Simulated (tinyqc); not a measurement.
Width of the well: strained quantum well: band edges, subbands and transparency.

Growth on (001), barriers unstrained: tr(e) = e (2 - nu2), Z = b e (1 + nu2); Ec = Ev + Eg + ac tr(e), E_HH = Ev + av tr(e) + Z, E_LH = Ev + av tr(e) - Z (coupling to the split-off band left out).

Masses along z: me, 1/(g1 - 2 g2) for HH, 1/(g1 + 2 g2) for LH, likewise in the barrier; in the plane me, 1/(g1 + g2) for HH and 1/(g1 - g2) for LH (no mixing, which understates the hole masses away from k = 0). Level n solves k L + 2 atan[(k/m)/(kappa/mb)] = n pi, k = sqrt(m E/c), kappa = sqrt(mb (V - E)/c), c = hbar^2/2m0.

Transparency (Bernard-Duraffourg): Fc - Fv equals the lowest transition energy with n = p, n = sum m/(2 pi c) kB T ln(1 + exp((Fc - E)/kB T)) and p likewise over the listed subbands; c = hbar^2/2m0, 1/angstrom^2 = 1e16/cm^2.

Constants: hbar^2/2m0 = 3.80998211 eV angstrom^2; kB = 8.617333262e-05 eV/K; hc = 1239.841984 eV nm.

Parameters, chosen for this exercise (near those of an InGaAs/InP well; shifted at random, so the results belong to these values and not to a real crystal):
- e = -0.0099 (strain in the plane)
- nu2 = 1.022 (2 C12/C11)
- Eg = 0.574 eV (unstrained gap of the well)
- Ev = -0.575 eV (its valence edge)
- ac = -5.75 eV
- av = 1.05 eV (Ev moves by av tr(e))
- b = -1.86 eV (shear potential)
- Egb = 1.346 eV (gap of the barrier)
- Evb = -0.94 eV (its valence edge)
- me = 0.0372 m0 (electron mass)
- g1 = 15.83 (gamma1)
- g2 = 6.44 (gamma2)
- meb = 0.08 m0
- g1b = 5.08
- g2b = 1.6
- T = 300 K (temperature)
- Ls = (30, 40, 55, 70, 90, 120) angstrom (widths)

All levels anew.

Results:

| L (angstrom) | wavelength (nm) | top hole | hh1 - lh1 (meV) | n_tr (1e12/cm^2) | share in top | n_tr/L (1e18/cm^3) |
|---|---|---|---|---|---|---|
| 30 | 1490 | hh1 | 157 | 0.307 | 0.99 | 1.02 |
| 40 | 1602 | hh1 | 146 | 0.310 | 0.97 | 0.77 |
| 55 | 1718 | hh1 | 131 | 0.321 | 0.90 | 0.58 |
| 90 | 1863 | hh1 | 110 | 0.365 | 0.69 | 0.41 |
| 120 | 1925 | hh1 | 100 | 0.408 | 0.55 | 0.34 |

Give the missing row, L (angstrom) = 70.

Computed row:
```
L (angstrom)  wavelength (nm)  top hole  hh1 - lh1 (meV)  n_tr (1e12/cm^2)  share in top  n_tr/L (1e18/cm^3)
70                       1795       hh1              120             0.339          0.81                0.48
```

The wavelength tunes by 435 nm. The sheet density at transparency changes from 0.31 to 0.41, the top hole subband holding 0.99 and 0.55 of the holes at the ends, while the volume density falls by a factor 3.0. Critical thickness and carrier escape are left out.

(tinyqc, `OMP_NUM_THREADS=1 python tinyqc.py 1250745 1250746 out.jsonl`, Intel(R) Xeon(R) Processor @ 2.30GHz, 1 thread, shared host, about 0.01 s.)
